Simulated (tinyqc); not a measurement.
# Potential step from the flux

Question. On one interval J = (q mu Vt/hx) [nb B(d) - na B(-d)], B(d) = d/(exp(d) - 1), d = (psi_b - psi_a)/Vt. Find psi_b - psi_a, and the step at which J would vanish.

Inputs (values chosen for the exercise): temperature T = 293 K; electron mobility mu = 1360 cm^2/(V s); density at the left node na = 2.2e14 cm^-3; density at the right node nb = 2.2e14 cm^-3; node spacing hx = 120 nm.

Constants: q = 1.602176634e-19 C, kB = 1.380649e-23 J/K, Vt = kB T/q. Results are converted to the units shown.

J = -395.48128 A/cm^2

Answer. B(d) falls and B(-d) rises with d, so J falls steadily with the step and one value matches. J = 0 needs nb/na = exp(d), the Boltzmann ratio.

psi_b - psi_a = 0.09900 V
step for J = 0 = 0.000 V

Numbers from tinyqc (`OMP_NUM_THREADS=1 python tinyqc.py 2220023 2220024 out.jsonl`; about 0.01 s on one thread of a shared Intel Xeon 2.30GHz).
